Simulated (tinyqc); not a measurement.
Worked calculation: donors with valley-orbit split 1s states. Values are carried at full precision from step to step, so a last printed digit may differ when a step is redone from the rounded ones.

Each donor binds at most one electron, in any of its states. For a site s, W_s = sum over its states of g exp(E/kT), and the ionised share is 1/(1 + W_s exp(eta)), eta = (EF - Ec)/kT; n = Nc F_1/2(eta); neutrality n + NA = ND x (mean ionised share); holes are neglected. Nc from N = 2 (m kB T/(4 pi c))^(3/2) with c = hbar^2/2m0, in 1/angstrom^3; times 1e24 for 1/cm^3, m = md. F_j(eta) = (1/Gamma(j + 1)) integral_0^infinity x^j dx/(1 + exp(x - eta)), which tends to exp(eta) for eta << 0.

Constants: hbar^2/2m0 = 3.80998211 eV angstrom^2; kB = 8.617333262e-05 eV/K.

Inputs chosen for the exercise (near those of P in Si; not measured data): md = 1.054 m0 (density-of-states mass of the conduction band); E = (44.8, 33.6, 32.2) meV (binding energies of 1s(A1), 1s(T2), 1s(E)); g = (2, 6, 4) (their degeneracies with spin); T = 250 K; ND = 1.5e+15 1/cm^3 (donors); NA = 0 1/cm^3 (compensating acceptors, all ionised); mu0 = 70 cm^2/(V s) (mobility at heavy doping); mu1 = 1340 cm^2/(V s) (mobility at light doping and 300 K); Nr = 9.9e+16 1/cm^3 (reference doping); de = 0.72 (doping exponent); ga = 2.3 (temperature exponent).

## Partition sums of the neutral donor

Give each term g exp(E/kT), W_s, and the effective degeneracy W_s exp(-E_ground/kT).

Nc = 2.0657e+19 1/cm^3

terms: 1s(A1) 16.00, 1s(T2) 28.54, 1s(E) 17.83

W_s: donor 62.376

effective degeneracy: donor 7.796

The ground state alone would give 2 and all states together 12; here the excited states hold 74 % of the bound electrons.

## Neutrality

Solve for eta.

eta = -9.535
n = 1.49e+15 1/cm^3

ionised share: donor 0.996

n is 0.996 of ND - NA.

## Mobility and resistivity

Mobility (Caughey-Thomas form): mu = mu0 + (mu1 (T/300)^(-ga) - mu0)/(1 + ((ND + NA)/Nr)^de); rho = 1/(e n mu), e = 1.602176634e-19 C.

Compare with full ionisation, n = ND - NA.

mu = 1946.2 cm^2/(V s)
rho = 2.15 ohm cm
rho at full ionisation = 2.14 ohm cm

Incomplete ionisation raises rho by a factor 1.

## Checks

- n at ND = 1e13 1/cm^3 against the root of n^2 = (Nc/W)(ND - n) (1/cm^3): both 1.000e+13.

Computed by tinyqc, a small Python program: `OMP_NUM_THREADS=1 python tinyqc.py 1680732 1680733 out.jsonl` (the numbers bound the seed that draws the inputs); one thread of a shared host (Intel(R) Xeon(R) Processor @ 2.30GHz), about 0.01 s for the whole set of steps.
